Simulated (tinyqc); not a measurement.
# Signal and retention of a DRAM cell: what changes with what

A stored one starts at Vd and leaks: Cs dV/dt = -I(V), I = a sqrt((V + Vb)/(Vd + Vb)) + b, with a = Ig exp[-(Eg1 q/kB)(1/T - 1/T0)] (generation in a depletion layer) and b = Is exp[-(Es q/kB)(1/T - 1/T0)]. The bit line is precharged to Vd/2, and charge sharing gives the signal (V - Vd/2) Cs/(Cs + Cb).

Values chosen for this exercise:

| symbol | value | unit | meaning |
|---|---|---|---|
| Vd | 1.2 | V | array voltage |
| Cs | 7 | fF | cell capacitance |
| Cb | 26 | fF | bit-line capacitance |
| dm | 39 | mV | smallest signal that the sense amplifier resolves |
| Vb | 1.55 | V | built-in plus back-bias voltage of the storage junction |
| Ig | 2.9 | fA | junction leakage at V = Vd and T0 |
| Is | 0.35 | fA | voltage-independent leakage at T0 |
| Es | 0.25 | eV | activation energy of Is |
| T0 | 358 | K | reference temperature |
| T | 378 | K | temperature |
| sg | 0.88 |  | deviation of ln(retention time) over the cells |
| Nc | 1.72e10 |  | cells |
| tr | 32 | ms | refresh interval |
| Eg1 | 0.61 | eV | activation energy of Ig |

Constants: q = 1.602176634e-19 C, kB = 1.380649e-23 J/K. Results are converted to the units shown.

Each table varies one quantity; the others keep the values above.

## Effect of the bit-line capacitance

The cell fails below Vc = Vd/2 + dm (Cs + Cb)/Cs. With s = sqrt((Vc + Vb)/(Vd + Vb)), the time from Vd to Vc is t = [2 Cs (Vd + Vb)/a] [1 - s - (b/a) ln((a + b)/(a s + b))]. This time is the median of a log-normal spread: failing cells = Nc erfc(z/sqrt 2)/2, z = ln(t/tr)/sg.

Effect of the bit-line capacitance:
```
Cb (fF)  Vc (V)  retention time (s)  failing cells
15       0.7226              0.3970        3.625e7
30       0.8061              0.3249        7.262e7
45       0.8897              0.2539        1.598e8
60       0.9733              0.1841        4.021e8
75        1.057              0.1154        1.247e9
90        1.140             0.04767        5.596e9
```

Vc rises by dm/Cs = 5.57 mV for each fF, and the retention time falls from 0.397 to 0.0477 s; the margin is gone at Cb = 101 fF.

## Failing cells against the refresh interval

Same model as above.

Failing cells against the refresh interval:
```
tr (ms)         z  failing cells
16         3.4864       4.2104e6
32         2.6987       5.9860e7
64         1.9111       4.8157e8
128        1.1234       2.2469e9
256       0.33573       6.3389e9
512      -0.45194      1.1599e10
1024      -1.2396      1.5350e10
2048      -2.0273      1.6833e10
```

Doubling the interval lowers z by ln 2/sg = 0.788 and multiplies the count by 14.2 between the first two rows and by 1.10 between the last two. It is above 1 in every row.

Range of the model: Real arrays also hold a tail of unusually leaky cells and cells whose retention varies in time, which this model lacks.

tinyqc, about 0.01 s, one thread, Intel Xeon 2.30GHz (shared host): `OMP_NUM_THREADS=1 python tinyqc.py 2130005 2130006 out.jsonl`
